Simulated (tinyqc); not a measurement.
RKS/PBE in the sto-3g basis, for H4, spin multiplicity 1, step by step. One step of it, computed by the program tinyqc.

Task: Iteration 22 (converged): orbitals. Diagonalise F' = X^T F X, C = X C', fill 2 alpha and 2 beta electrons from the bottom; D = 2 C_occ C_occ^T. Each column has its largest component positive (the first on a tie).

converged F (hartree), lower triangle:
```
           1H 1s      2H 1s      3H 1s      4H 1s
1H 1s  -0.144783
2H 1s  -0.200243  -0.147732
3H 1s  -0.008036  -0.058250  -0.147732
4H 1s  -0.000495  -0.008036  -0.200243  -0.144783
```

X, lower triangle:
```
           1H 1s      2H 1s      3H 1s     4H 1s
1H 1s   1.057664
2H 1s  -0.204427   1.062565
3H 1s   0.012213  -0.060619   1.062565
4H 1s  -0.002764   0.012213  -0.204427  1.057664
```

Give: F' = X^T F X; orbital energies; coefficients C; D after iteration 22.

Result:

F' = X^T F X (hartree), lower triangle:
```
        1       2       3       4
1  -0.081
2  -0.171  -0.079
3   0.012  -0.053  -0.079
4  -0.003   0.012  -0.171  -0.081
```

orbital energies (hartree): MO1 -0.269, MO2 -0.237, MO3 0.052, MO4 0.133

coefficients C:
```
         MO1     MO2     MO3     MO4
1H 1s  0.384   0.466   0.654  -0.607
2H 1s  0.448   0.405  -0.566   0.700
3H 1s  0.448  -0.405  -0.566  -0.700
4H 1s  0.384  -0.466   0.654   0.607
```

D after iteration 22, lower triangle:
```
        1H 1s   2H 1s  3H 1s  4H 1s
1H 1s   0.729
2H 1s   0.721   0.729
3H 1s  -0.033   0.073  0.729
4H 1s  -0.139  -0.033  0.721  0.729
```
